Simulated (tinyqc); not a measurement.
From results back to parameters: static screening by free carriers. Three cases, with inputs chosen for the exercise.

Problem. At zero temperature the gas shows Friedel oscillations of period pi/kF and a Thomas-Fermi length 1/qTF; n and m are hidden.

kF = (3 pi^2 n/Mv)^(1/3), EF = c kF^2/m with c = hbar^2/2m0, n in 1/angstrom^3 (1e-24 per 1/cm^3), e2 = e^2/(4 pi eps0). Thomas-Fermi: qTF^2 = 6 pi e2 n/(eps EF). Debye: qD^2 = 4 pi e2 n/(eps kB T).

Constants: hbar^2/2m0 = 3.80998211 eV angstrom^2; e^2/(4 pi eps0) = 14.39964547 eV angstrom.

Find: kF; n; m.

Method. kF = pi/period and n = Mv kF^3/(3 pi^2); qTF^2 = 2 e2 Mv m kF/(pi eps c) then gives m.

Case 1.

Values chosen (out of a larger set: near those of SiC; not measured data): Mv = 3 (valleys); eps = 9.77 (background dielectric constant).

period = 20.4009 angstrom
1/qTF = 4.75343 angstrom

Solution.

kF = 0.1540 1/angstrom
n = 3.70e+20 1/cm^3
m = 0.389 m0

Case 2.

Values chosen (out of a larger set: near those of Si; not measured data): Mv = 6 (valleys); eps = 11.7 (background dielectric constant).

period = 43.9524 angstrom
1/qTF = 5.93405 angstrom

Solution.

kF = 0.07148 1/angstrom
n = 7.40e+19 1/cm^3
m = 0.322 m0

Case 3.

Values chosen (out of a larger set: near those of Ge; not measured data): Mv = 4 (valleys); eps = 16.3 (background dielectric constant).

period = 537.331 angstrom
1/qTF = 36.3194 angstrom

Solution.

kF = 0.005847 1/angstrom
n = 2.70e+16 1/cm^3
m = 0.220 m0

Computed by tinyqc, one run a case: `OMP_NUM_THREADS=1 python tinyqc.py N N+1 out.jsonl` with N = 1682704, 1682712, 1682758; one thread of a shared Intel(R) Xeon(R) Processor @ 2.30GHz, about 0.01 s a run at most.
